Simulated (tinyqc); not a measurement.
Inside a calculation: polytypes by hexagonality, and a cubic inclusion as a quantum well. Values are carried at full precision from step to step, so a last printed digit may differ when a step is redone from the rounded ones.

A layer is h if its two neighbours in the periodic sequence sit on the same site, k otherwise; the hexagonality h is the share of h layers.

Constants: hbar^2/2m0 = 3.80998211 eV angstrom^2.

Inputs chosen for the exercise (of the order of those of GaAs; shifted at random, so the results belong to these values and not to a real crystal): E3 = 1.51 eV (gap of the cubic polytype); E2 = 1.512 eV (gap of 2H); Ev2 = 0.096 eV (valence top of 2H above that of 3C); P2 = 0.0023 C/m^2 (spontaneous polarisation of 2H); m = (0.062, 0.062) m0 (electron mass along c in the cubic layer and in the host); d = 3.27 angstrom (thickness of a double layer); eps = 12.6 (dielectric constant); N = 6 (double layers in the cubic inclusion).

## Hexagonality

Stacking sequences:
```
polytype               sequence
6H                       ABCACB
9R                    ABCBCACAB
21R       ABCACBACABCBACBCABACB
2H                           AB
10H                  ABCABCBACB
```

Give the h/k string and h of each.

Hexagonality:
```
polytype             h/k string       h
6H                       hkkhkk  0.3333
9R                    hkhhkhhkh  0.6667
21R       hkkhkkkhkkhkkkhkkhkkk  0.2857
2H                           hh  1.0000
10H                  hkkkkhkkkk  0.2000
```

## Gaps and band edges

Gap: E3 + (E2 - E3) h. Valence top Ev2 h and polarisation P2 h, both counted from 3C; Ec = Ev + gap.

Evaluate for each polytype.

Results:
```
polytype  gap (eV)  Ev (eV)  Ec (eV)  P (C/m^2)
6H          1.5107   0.0320   1.5427    0.00077
9R          1.5113   0.0640   1.5753    0.00153
21R         1.5106   0.0274   1.5380    0.00066
2H          1.5120   0.0960   1.6080    0.00230
10H         1.5104   0.0192   1.5296    0.00046
```

The widest gap is that of 2H, the narrowest that of 10H. Ev and Ec both rise with h, so 3C collects electrons and the more hexagonal side holes: a staggered line-up.

## The bound level without the field

A cubic inclusion of width L = N d in the host (h = 1) is a well of depth V = Ec(host) - Ec(3C). Square well with mass mismatch: k tan(k L/2) = (m_w/m_b) q, k = sqrt(m_w E/c), q = sqrt(m_b (V - E)/c), c = hbar^2/2m0, lowest root. The depth of the level, V - E, is its binding, and the transition to the valence top of the host is gap(host) - (V - E). The step in polarisation gives a field |F| = |P|/(eps eps0) in a thin inclusion, eps0 = 8.8541878e-12 F/m.

Give V, L, the level E, its depth below the host conduction edge and the transition to the valence top of the host, gap(host) - (V - E).

V = 0.0980 eV
L = 19.620 angstrom
E above the bottom = 0.0855 eV
depth below the host edge = 0.0125 eV
transition = 1.4995 eV

The level keeps 13 % of the well depth. The transition lies below the gap of 3C itself (1.51 eV), which only a staggered line-up allows.

## The polarisation field

Give |F|, the drop |F| L, the bound charge |P|/e per cm^2 (e = 1.602176634e-19 C), and, as a first estimate, the shift -|F| L/2 of the transition for an electron centred in the layer and a hole in the host on the high side.

|F| = 0.206 MV/cm
drop = 40.4 meV
bound charge = 1.44e+12 cm^-2
estimated shift = -20.2 meV

The drop is 41 % of the well depth. The host edge on the low side sinks by 20 meV against the centre, more than the 13 meV by which the flat well binds, so the level may not survive the field and the estimate must be checked.

## Checks

- Square-well root against finite differences on a grid of 0.5 angstrom (eV): both 0.085.

(tinyqc, `OMP_NUM_THREADS=1 python tinyqc.py 1850887 1850888 out.jsonl`, Intel(R) Xeon(R) Processor @ 2.30GHz, 1 thread, shared host, about 0.1 s.)
